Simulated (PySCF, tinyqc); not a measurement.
Inside a calculation. Method: RHF in the sto-6g basis, for B+, spin multiplicity 1. This run ends on a higher stationary point, not on the lowest solution. The lowest restricted solution is unstable here: a spin-polarised one lies 0.0000 hartree lower (PySCF). One step of it, computed by the program tinyqc.

Question. Iteration 3: DIIS coefficients. Solve [B -1; -1 0][c; lambda] = [0; -1] for the coefficients, which sum to one.

B (overlaps of the stored error matrices):
```
               1              2              3
1  0.0000000e+00  0.0000000e+00  0.0000000e+00
2  0.0000000e+00  4.4670564e-01  4.4670564e-01
3  0.0000000e+00  4.4670564e-01  4.4670564e-01
```

Give: DIIS coefficients.

Answer.

DIIS coefficients: 1.0000  0.0000  0.0000
